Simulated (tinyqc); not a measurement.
What each parameter does: polytypes by hexagonality, and a cubic inclusion as a quantum well.

Gap: E3 + (E2 - E3) h. Valence top Ev2 h and polarisation P2 h, both counted from 3C; Ec = Ev + gap.

A cubic inclusion of width L = N d in the host (h = 1) is a well of depth V = Ec(host) - Ec(3C). Square well with mass mismatch: k tan(k L/2) = (m_w/m_b) q, k = sqrt(m_w E/c), q = sqrt(m_b (V - E)/c), c = hbar^2/2m0, lowest root. The depth of the level, V - E, is its binding, and the transition to the valence top of the host is gap(host) - (V - E). The step in polarisation gives a field |F| = |P|/(eps eps0) in a thin inclusion, eps0 = 8.8541878e-12 F/m.

Constants: hbar^2/2m0 = 3.80998211 eV angstrom^2.

Inputs chosen for the exercise (of the order of those of GaN; not measured data):
- E3 = 3.302 eV (gap of the cubic polytype)
- E2 = 3.501 eV (gap of 2H)
- Ev2 = 0.064 eV (valence top of 2H above that of 3C)
- P2 = -0.0177 C/m^2 (spontaneous polarisation of 2H)
- m = (0.202, 0.195) m0 (electron mass along c in the cubic layer and in the host)
- d = 2.592 angstrom (thickness of a double layer)
- eps = 9.5 (dielectric constant)
- N = 2 (double layers in the cubic inclusion)

Well depth, depth of the level, transition without the field and field.

One parameter was then changed.

Results before and after:

| case | V (eV) | depth (eV) | transition (eV) | \|F\| (MV/cm) |
|---|---|---|---|---|
| base | 0.2630 | 0.0213 | 3.4797 | 2.104 |
| changed | 0.2630 | 0.0213 | 3.4797 | 1.904 |

Which of these changes was made? (a) N = 3; (b) eps = 10.5; (c) E3 = 3.282 eV; (d) E2 = 3.531 eV; (e) Ev2 = 0.094 eV; (f) P2 = -0.023 C/m^2; (g) m = (0.242, 0.195) m0.

Answer: (b) eps = 10.5. Of the candidates, run in turn, only this one gives the changed row.

All candidates:

| case | V (eV) | depth (eV) | transition (eV) | \|F\| (MV/cm) |
|---|---|---|---|---|
| base | 0.2630 | 0.0213 | 3.4797 | 2.104 |
| N = 3 | 0.2630 | 0.0425 | 3.4585 | 2.104 |
| Ev2 = 0.094 eV | 0.2930 | 0.0261 | 3.4749 | 2.104 |
| E3 = 3.282 eV | 0.2830 | 0.0245 | 3.4765 | 2.104 |
| E2 = 3.531 eV | 0.2930 | 0.0261 | 3.5049 | 2.104 |
| P2 = -0.023 C/m^2 | 0.2630 | 0.0213 | 3.4797 | 2.734 |
| eps = 10.5 | 0.2630 | 0.0213 | 3.4797 | 1.904 |
| m = (0.242, 0.195) m0 | 0.2630 | 0.0215 | 3.4795 | 2.104 |

Program tinyqc; command `OMP_NUM_THREADS=1 python tinyqc.py 1850210 1850211 out.jsonl`; about 0.04 s on one thread of a shared Intel(R) Xeon(R) Processor @ 2.30GHz.
